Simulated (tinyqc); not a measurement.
# Arrhenius plot from several rate windows

Emission rate en = sn vth(T) Nc(T) exp(-Et/kB T) = sn g T^2 exp(-Et/kB T), g = vth Nc/(300 K)^2, as vth goes as T^0.5 and Nc as T^1.5 (degeneracy factor 1). Here the cross-section is thermally activated, sn exp(-Eb/kB T) with Eb = 0.12 eV. Each window ew gives the temperature where en = ew.

Values chosen for this exercise; material values close to those of silicon: conduction-band density of states at 300 K Nc = 2.8e19 cm^-3; thermal velocity at 300 K vth = 2.4e7 cm/s; depth of the trap below the conduction edge Et = 0.12 eV; capture cross-section sn = 4.4e-14 cm^2.

Constants: q = 1.602176634e-19 C, kB = 1.380649e-23 J/K. Results are converted to the units shown.

Arrhenius plot from several rate windows:

| ew (1/s) | T peak (K) | q/kB T (1/eV) | ln(ew/T^2) | ln ew |
|---|---|---|---|---|
| 1.7 | 98.550 | 117.75 | -8.6505 | 0.53063 |
| 5.1 | 102.26 | 113.48 | -7.6258 | 1.6292 |
| 15 | 106.17 | 109.30 | -6.6220 | 2.7081 |
| 47 | 110.64 | 104.89 | -5.5624 | 3.8501 |
| 140 | 115.26 | 100.68 | -4.5528 | 4.9416 |
| 430 | 120.42 | 96.368 | -3.5182 | 6.0638 |
| 1300 | 125.95 | 92.133 | -2.5017 | 7.1701 |
| 3900 | 131.95 | 87.943 | -1.4962 | 8.2687 |

The peak rises from 98.5 to 132 K. ln(ew/T^2) against q/kB T is a straight line of slope -0.2400 eV, which is Et + Eb and not Et = 0.12 eV: a capture barrier adds to the activation energy. Its intercept gives sn = 4.40e-14 cm^2. Leaving out the T^2 gives 0.2596 eV, too high by about 2 kB T.

tinyqc, about 0.01 s, one thread, Intel Xeon 2.30GHz (shared host): `OMP_NUM_THREADS=1 python tinyqc.py 2050096 2050097 out.jsonl`
